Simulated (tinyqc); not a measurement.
Threshold-voltage variability of a planar MOSFET, analytic estimates: one step of the calculation.

Three independent sources add in quadrature: random dopants in the depleted layer, metal-gate grains of two orientations, and roughness of the two gate edges acting through the roll-off VT = VT(long) - Vr exp(-L/l). These are first-order estimates: no three-dimensional electrostatics, no percolation.

Problem. Random dopants. ni = sqrt(Nc Nv) exp(-Eg/(2 Vt)), Eg in volts; Cox = 3.9 eps0/ti; Wd = sqrt(4 eps0 eps_r Vt ln(Na/ni)/(q Na)); dopants: s1 = (q/Cox) sqrt(Na Wd/(3 L W)). The slope A1 = s1 sqrt(L W); mean number of dopants Na L W Wd.

Parameters, values chosen for the exercise; material values close to those of silicon:
```
symbol,value,unit,meaning
T,300,K,temperature
Eg,1.13,eV,band gap
eps_r,11.7,,relative permittivity of the semiconductor
Nc,2.82e19,cm^-3,conduction-band density of states at T
Nv,2.67e19,cm^-3,valence-band density of states at T
Na,6.7e17,cm^-3,channel doping
ti,2.2,nm,oxide-equivalent thickness in inversion
L,25,nm,gate length
W,56,nm,gate width
```

Constants: q = 1.602176634e-19 C, kB = 1.380649e-23 J/K, Vt = kB T/q, eps0 = 8.8541878128e-14 F/cm where lengths are in cm. Results are converted to the units shown.

Find: Cox; Wd; mean number of dopants; A1; s1.

Solution.

Cox = 1.570 uF/cm^2
Wd = 42.55 nm
mean number of dopants = 39.91
A1 = 0.9951 mV um
s1 = 26.59 mV

Counting alone, 1/sqrt(N) of the depletion voltage q Na Wd/Cox = 291 mV, would give sqrt(3) times more: dopants deep in the layer act less on the surface.

tinyqc, about 0.02 s, one thread, Intel Xeon 2.30GHz (shared host): `OMP_NUM_THREADS=1 python tinyqc.py 2090102 2090103 out.jsonl`
